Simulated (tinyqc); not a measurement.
Inside a calculation. Method: sp3 tight binding, zinc-blende lattice. One step of it, computed by the program tinyqc.

Problem. Bloch Hamiltonian at L. Slater-Koster rules over the four bonds with direction cosines (l, m, n): ss V_ss; s-px l V_sp; px-s -l V_sp; px-px l^2 V_pps + (1 - l^2) V_ppp; px-py l m (V_pps - V_ppp); each times exp(i k.d).

Parameters chosen for this model: zinc-blende lattice, anion at 0, cation at a/4 (1,1,1); V = eta hbar^2 / (m d^2), hbar^2/m = 7.619964 eV angstrom^2:
```
parameter          value      unit
a               5.470000  angstrom
d               2.368579  angstrom
Es anion      -13.150000        eV
Ep anion       -6.090000        eV
Es cation     -13.150000        eV
Ep cation      -6.090000        eV
eta ss         -1.450000
eta sp          1.750000
eta pp sigma    2.510000
eta pp pi      -0.560000
V ss           -1.969450        eV
V sp            2.376923        eV
V pp sigma      3.409186        eV
V pp pi        -0.760615        eV
```

k point L (2 pi / a): 0.500000  0.500000  0.500000

Give: H(k) at L.

Solution.

H(k) at L (eV):
```
                  a s             a px             a py             a pz
a s          -13.1500           0.0000           0.0000           0.0000
a px           0.0000          -6.0900           0.0000           0.0000
a py           0.0000           0.0000          -6.0900           0.0000
a pz           0.0000           0.0000           0.0000          -6.0900
c s   -2.7852-2.7852i   1.9407+1.9407i   1.9407+1.9407i   1.9407+1.9407i
c px  -1.9407-1.9407i   0.8900+0.8900i  -1.9657-1.9657i  -1.9657-1.9657i
c py  -1.9407-1.9407i  -1.9657-1.9657i   0.8900+0.8900i  -1.9657-1.9657i
c pz  -1.9407-1.9407i  -1.9657-1.9657i  -1.9657-1.9657i   0.8900+0.8900i

                  c s             c px             c py             c pz
a s   -2.7852+2.7852i  -1.9407+1.9407i  -1.9407+1.9407i  -1.9407+1.9407i
a px   1.9407-1.9407i   0.8900-0.8900i  -1.9657+1.9657i  -1.9657+1.9657i
a py   1.9407-1.9407i  -1.9657+1.9657i   0.8900-0.8900i  -1.9657+1.9657i
a pz   1.9407-1.9407i  -1.9657+1.9657i  -1.9657+1.9657i   0.8900-0.8900i
c s          -13.1500           0.0000           0.0000           0.0000
c px           0.0000          -6.0900           0.0000           0.0000
c py           0.0000           0.0000          -6.0900           0.0000
c pz           0.0000           0.0000           0.0000          -6.0900
```
